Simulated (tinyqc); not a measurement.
Film, cylinder and sphere at the same misfit: thermal stress, cracking, delamination and buckling of a thin film; Griffith cracks and misfitting inclusions. Computed by tinyqc, a small Python program. Command: `OMP_NUM_THREADS=1 python tinyqc.py 3023522 3023523 out.jsonl filmcrack walk`. One thread of a shared host (Intel(R) Xeon(R) Processor @ 2.30GHz), about 0.01 s of CPU time with the checks.

Isotropic linear elasticity; the substrate is much thicker than the film; stress is positive in tension.

Inputs (values chosen for the exercise, modelled on a GaN film on silicon):
```
quantity                       value        unit
film Young's modulus E           301         GPa
film Poisson ratio nu           0.21           -
film expansion alpha_f          5.44      1e-6/K
substrate expansion alpha_s      3.4      1e-6/K
deposition temperature T_d      1025           K
final temperature T              300           K
intrinsic stress                 590         MPa
film thickness h                0.17  micrometre
substrate Young's modulus E_s    152         GPa
substrate Poisson ratio nu_s    0.21           -
```

Method. Thermal strain = (alpha_f - alpha_s)(T_d - T); stress = E/(1 - nu) x strain + intrinsic stress; plane-strain modulus Ebar = E/(1 - nu^2); G0 = stress^2 h/(2 Ebar) is the energy freed per area when a long strip loses its stress across its width. Thermal misfit e alone, mean stress = trace/3 and largest difference of principal stresses inside. Film: E e/(1 - nu) in two directions, 0 in the third. Cylinder: s0 = (1 + nu) e/[(1 + nu)(1 - 2 nu)/E + (1 + nu_s)/E_s] twice and s_zz = E e + 2 nu s0. Sphere: e/[(1 - 2 nu)/E + (1 + nu_s)/(2 E_s)] three times.

thermal strain = 0.001479

Stresses inside (MPa):
```
shape         s1      s2      s3    mean  largest difference
film      563.52  563.52    0.00  375.68              563.52
cylinder  173.88  173.88  518.21  288.66              344.33
sphere    250.37  250.37  250.37  250.37                0.00
```

The mean stress in size is 376 MPa in the film, 289 in the cylinder and 250 in the sphere, while the largest difference, twice the largest shear stress, goes from 564 through 344 to 0. In a ductile solid shear can relax by slip and hydrostatic stress cannot.

Extremes, crossings and ranges named in words are read from the listed rows.
